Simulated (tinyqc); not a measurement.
Temperature series and Richardson plot: current of a Schottky diode by thermionic-emission-diffusion theory, and its read-back from I-V-T and C-V data. Computed by tinyqc, a small Python program. Command: `OMP_NUM_THREADS=1 python tinyqc.py 3003935 3003936 out.jsonl schottky walk`. One thread of a shared host (Intel(R) Xeon(R) Processor @ 2.30GHz), about 0.01 s of CPU time with the checks.

Full ionisation, no tunnelling, no recombination current. V is the voltage across the junction itself, forward positive.

Inputs (values chosen for the exercise, modelled on n-type silicon):
```
quantity                                     value          unit
Richardson constant A*                         113  A/(cm^2 K^2)
effective density of states at 300 K, N_c  2.7e+19        1/cm^3
permittivity eps                              11.7             -
mobility mu                                   1400    cm^2/(V s)
barrier without image force phi_0 (mean)     0.741            eV
doping N                                   8.3e+15        1/cm^3
junction voltage V                            0.22             V
standard deviation sigma                        30           meV
relative change of sigma^2 with bias, rho      0.8           1/V
```

Barrier: Gaussian spread of heights.

Constants: k_B = 8.617333262e-05 eV/K; e = 1.602176634e-19 C; eps_0 = 8.8541878128e-12 F/m.

Method:
- N_c(T) = N_c (T/300 K)^(3/2); V_bi = phi_0 - (k_B T/e) ln(N_c(T)/N); surface field F = sqrt(2 e N (V_bi - V - k_B T/e)/(eps eps_0)); image lowering d_phi = sqrt(e F/(4 pi eps eps_0)); effective barrier phi = phi_0 - d_phi - sigma^2 (1 - rho V)/(2 k_B T).
- Collection velocity v_R = A* T^2/(e N_c(T)); diffusion velocity v_D = mu F; J = e N_c(T) v_R/(1 + v_R/v_D) exp(-phi/k_B T) [exp(e V/k_B T) - 1].
- Ideality n = (e/k_B T)/(d ln J/dV) by a central difference of +/- 1 mV; J_0 = J exp(-e V/(n k_B T)); apparent barrier phi_IV = k_B T ln(A* T^2/J_0); a C-V plot gives phi_CV = phi_0, the mean without lowering.
- A least-squares line of ln(J_0/T^2) against 1/(k_B T) gives a barrier (minus the slope) and a Richardson constant (exp of the intercept).

At the same junction voltage:
```
T (K)  1/k_B T (1/eV)       n  J_0 (A/cm^2)  phi_IV (eV)  ln(J_0/T^2)
200            58.023  1.0362    1.5557e-11      0.69302      -35.483
250            46.418  1.0337    5.7839e-08      0.69878      -27.709
300            38.682  1.0334    1.5852e-05      0.70284      -22.460
350            33.156  1.0349    9.4614e-04      0.70595      -18.679
400            29.011  1.0388    2.1459e-02      0.70841      -15.825
450            25.788  1.0474    2.5493e-01      0.71013      -13.585
```

barrier from the Richardson plot = 0.67923 eV

Richardson constant from the plot = 47.904 A/(cm^2 K^2)

From 200 to 450 K n goes from 1.036 to 1.047 and phi_IV from 0.693 to 0.710 eV. The plot returns 0.679 eV against phi_0 = 0.741 and a constant 0.424 times the true A*: a spread of barriers lets cold carriers pick the low patches, which bends the plot and lowers both numbers.

Extremes, crossings and ranges named in words are read from the listed rows.
